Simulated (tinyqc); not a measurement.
# Absorption coefficient and reflectance from two thicknesses

Question. With transparent contact layers the responsivity is (1 - Rf)(1 - exp(-al wi)) q lam/(h c). The second absorber is twice as thick as the first. Find al and Rf.

Values chosen for this exercise:
```
symbol,value,unit,meaning
lam,532,nm,wavelength
```

Constants: q = 1.602176634e-19 C, h = 6.62607015e-34 J s, c = 299792458 m/s. Results are converted to the units shown.

responsivity for wi = 1.1 and 2.2 um (A/W): 0.24181442  0.34457178

Solution. The ratio of the responsivities is 1 + exp(-al w1), which gives al; either value then gives 1 - Rf.

al = 7.78e3 1/cm
Rf = 0.0200

Program tinyqc, `OMP_NUM_THREADS=1 python tinyqc.py 2250021 2250022 out.jsonl`; Intel Xeon 2.30GHz, shared host, one thread, about 0.01 s.
